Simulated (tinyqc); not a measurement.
What moves the coefficients: Boltzmann transport in a parabolic band with a power-law relaxation time.

F_j(eta) = (1/Gamma(j + 1)) integral_0^infinity x^j dx/(1 + exp(x - eta)), which tends to exp(eta) for eta << 0.

n = N F_1/2(eta) with N = 2 (m kB T/(4 pi c))^(3/2) with c = hbar^2/2m0, in 1/angstrom^3; times 1e24 for 1/cm^3, m = md.

tau = tau0 x^r with x = E/kT. With K_j = Gamma(j + 1) F_j(eta): <tau> = tau0 (r + 3/2) K_(r+1/2)/((3/2) K_(1/2)); mu = <tau>/(mc m0/e), m0/e = 5.685630e-12 kg/C; Hall factor rH = (3/2) K_(1/2) (2r + 3/2) K_(2r+1/2)/((r + 3/2) K_(r+1/2))^2; Seebeck S = -(kB/e) [(r + 5/2) K_(r+3/2)/((r + 3/2) K_(r+1/2)) - eta]; Lorenz number L = (kB/e)^2 [(r + 7/2) K_(r+5/2)/((r + 3/2) K_(r+1/2)) - ((r + 5/2) K_(r+3/2)/((r + 3/2) K_(r+1/2)))^2]; kB/e in V/K. Valley anisotropy is left out of rH.

Constants: hbar^2/2m0 = 3.80998211 eV angstrom^2; kB = 8.617333262e-05 eV/K.

Inputs chosen for the exercise (masses near those of InAs; tau0 is set for a mobility of the usual size at this n, kL is a free input; freeze-out and phonon drag, which matter near 77 K, are left out; the results hold for these values, not for the real material):
- md = 0.026 m0 (density-of-states mass)
- mc = 0.0264 m0 (conductivity mass)
- tau0 = 540 fs (tau at E = kT)
- r = -0.5 (exponent of tau)
- T = 200 K
- kL = 2.9 W/(m K) (lattice thermal conductivity)
- n = 6.9e+15 1/cm^3 (electron density)

sigma = e n mu with e = 1.602176634e-19 C; ZT = S^2 sigma T/(kL + L sigma T).

One parameter was then changed.

Results before and after:
```
case     mu (cm^2/(V s))  sigma (S/cm)  S (microvolt/K)      ZT
base           2.660e+04         29.41           -356.2  0.0257
changed        2.673e+04         29.55           -384.6  0.0375
```

Which of these changes was made? (a) T = 250 K; (b) mc = 0.0343 m0; (c) n = 1.38e+16 1/cm^3; (d) tau0 = 810 fs; (e) kL = 1.45 W/(m K); (f) md = 0.034 m0.

Answer: (a) T = 250 K. Of the candidates, run in turn, only this one gives the changed row.

All candidates:
```
case                 mu (cm^2/(V s))  sigma (S/cm)  S (microvolt/K)      ZT
base                       2.660e+04         29.41           -356.2  0.0257
md = 0.034 m0              2.675e+04         29.57           -390.4  0.0310
mc = 0.0343 m0             2.047e+04         22.63           -356.2  0.0198
n = 1.38e+16 1/cm^3        2.616e+04         57.85           -298.0  0.0352
tau0 = 810 fs              3.990e+04         44.11           -356.2  0.0384
kL = 1.45 W/(m K)          2.660e+04         29.41           -356.2  0.0512
T = 250 K                  2.673e+04         29.55           -384.6  0.0375
```

The row for T keeps tau0 fixed; for phonon scattering tau0 itself falls as T rises.

Run: tinyqc, `OMP_NUM_THREADS=1 python tinyqc.py 1650757 1650758 out.jsonl`; Intel(R) Xeon(R) Processor @ 2.30GHz, one thread, shared host; about 0.01 s of CPU time with all checks.
